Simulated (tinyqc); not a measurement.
Four-point probe at the centre of a round wafer.

Four collinear probes with spacing s at the centre of a thin disc of diameter d with an insulating edge: Rs = C V/I, C = pi/{ln 2 + ln[((d/s)^2 + 3)/((d/s)^2 - 3)]}; C tends to pi/ln 2 = 4.5324. x = d/s.

Values chosen for this exercise: sheet density of the layer ns = 1.3e14 cm^-2; drift mobility mu = 49 cm^2/(V s); current I = 100 uA.

Constants: q = 1.602176634e-19 C. Results are converted to the units shown.

Four-point probe at the centre of a round wafer:

| x | C | C over its limit | V for Rs = 1/(q ns mu) (mV) |
|---|---|---|---|
| 3 | 2.2662 | 0.50000 | 43.237 |
| 3.5 | 2.6331 | 0.58096 | 37.212 |
| 4 | 2.9289 | 0.64621 | 33.454 |
| 5 | 3.3625 | 0.74188 | 29.140 |
| 7.5 | 3.9274 | 0.86653 | 24.948 |
| 10 | 4.1712 | 0.92031 | 23.490 |
| 15 | 4.3644 | 0.96295 | 22.450 |
| 20 | 4.4364 | 0.97882 | 22.086 |
| 40 | 4.5080 | 0.99462 | 21.735 |
| 100 | 4.5284 | 0.99914 | 21.637 |

C rises from 2.266 to 4.528. Using 4.5324 overstates Rs by 100 % in the first row and by under 1 % from d/s = 40 on among the rows.

Numbers from tinyqc (`OMP_NUM_THREADS=1 python tinyqc.py 2850206 2850207 out.jsonl`; about 0.01 s on one thread of a shared Intel Xeon 2.30GHz).
